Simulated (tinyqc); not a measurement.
Full spectrum, Debye and Einstein heat capacities: Born-von Karman spring model of a cubic crystal with one atom per cell. Computed by tinyqc, a small Python program. Command: `OMP_NUM_THREADS=1 python tinyqc.py 3022737 3022738 out.jsonl springs walk`. One thread of a shared host (Intel(R) Xeon(R) Processor @ 2.30GHz), about 0.1 s of CPU time with the checks.

First neighbours lie at a/2 (1,1,1) (8 of them), second at a (1,0,0) (6), with all permutations and signs; the volume per atom is Omega = a^3/2.

Inputs (values chosen for the exercise, for a model crystal): lattice constant a = 5.08 angstrom; atomic mass M = 97.4 u; radial spring k1L = 1.56 eV/angstrom^2; transverse spring k1T = 0 eV/angstrom^2; radial spring k2L = 1.1 eV/angstrom^2; transverse spring k2T = 0 eV/angstrom^2.

Lattice: bcc.

Constants: 1 eV/angstrom^3 = 160.2176634 GPa; u = 1.6605390666e-27 kg; hbar = 1.054571817e-34 J s; k_B = 1.380649e-23 J/K; nu for 1 eV/(angstrom^2 u) = 15.6333042 THz; h x 1 THz = 4.135667696 meV; k_B = 8.617333262e-05 eV/K.

Method:
- [ij,kl] = (1/(2 Omega)) sum_R K_ij R_k R_l; C11 = [xx,xx], C44 = [xx,yy], C12 = 2 [xy,xy] - C44; B = (C11 + 2 C12)/3; Zener ratio A = 2 C44/(C11 - C12). K(R) = kL n n^T + kT (1 - n n^T).
- rho = M/Omega and v = sqrt(C/rho), with C = C11, C44, C44 along [100]; (C11 + C12 + 2 C44)/2, C44, (C11 - C12)/2 along [110]; (C11 + 2 C12 + 4 C44)/3 and twice (C11 - C12 + C44)/3 along [111].
- Christoffel matrix G_xx = C11 n_x^2 + C44 (1 - n_x^2), G_xy = (C12 + C44) n_x n_y, with eigenvalues rho v^2; v_m^-3 is the mean of v^-3 over three branches and all directions (12 Gauss-Legendre points in cos(theta) times 24 angles phi = (j + 1/2) pi/12); q_D = (6 pi^2/Omega)^(1/3); Theta = hbar v_m q_D/k_B.
- A neighbour at R with unit vector n couples by the matrix K(R) = kL n n^T + kT (1 - n n^T), and D(q) = (1/M) sum_R K(R) [1 - cos(q.R)].
- An eigenvalue lambda of D in eV/(angstrom^2 u) gives nu = 15.6333042 THz x sqrt(lambda).
- Mesh: q = sum_i (m_i + 1/2)/n b_i, m_i = 0..n-1, with b = [[0, 1, 1], [1, 0, 1], [1, 1, 0]] in 2 pi/a; sums are averages over the n^3 points (here n = 14), per atom.
- With x = h nu/(k_B T) and n = 1/(exp(x) - 1) for each mode: F = k_B T [x/2 + ln(1 - exp(-x))], U = k_B T x (n + 1/2), S/k_B = x n - ln(1 - exp(-x)), C/k_B = x^2 n (n + 1).
- Debye: C = 9 k_B (T/Theta)^3 int_0^(Theta/T) x^4 e^x/(e^x - 1)^2 dx with the elastic Theta. Einstein: three modes at the root-mean-square frequency. The last column is the Theta that makes the Debye formula give the full C at that T.

elastic Debye temperature = 302.239 K

root-mean-square frequency = 3.9948 THz

Heat capacity (k_B/atom):
```
T (K)  full spectrum   Debye  Einstein  Theta from C (K)
36            0.5886  0.3662    0.4180            248.97
54            1.2673  0.9103    1.1510            246.87
76            1.8652  1.5196    1.8110            246.82
110           2.3611  2.1145    2.3433            247.07
150           2.6289  2.4694    2.6229            247.25
230           2.8334  2.7561    2.8322            247.39
300           2.9004  2.8531    2.8999            247.44
450           2.9551  2.9334    2.9550            247.48
```

What does the comparison show, and why?

The apparent Theta runs from 247 to 249 K against the elastic 302 K; at high T it tends to sqrt(5/3) h nu_rms/k_B = 248 K. At the lowest T the Debye value is 0.62 and the Einstein value 0.71 times the full one; dispersion bends the branches below the sound lines, so the real spectrum has more low modes than Debye assumes. At the highest T Debye misses by 0.73 % and Einstein by 0.0030 %.

Extremes, crossings and ranges named in words are read from the listed rows.
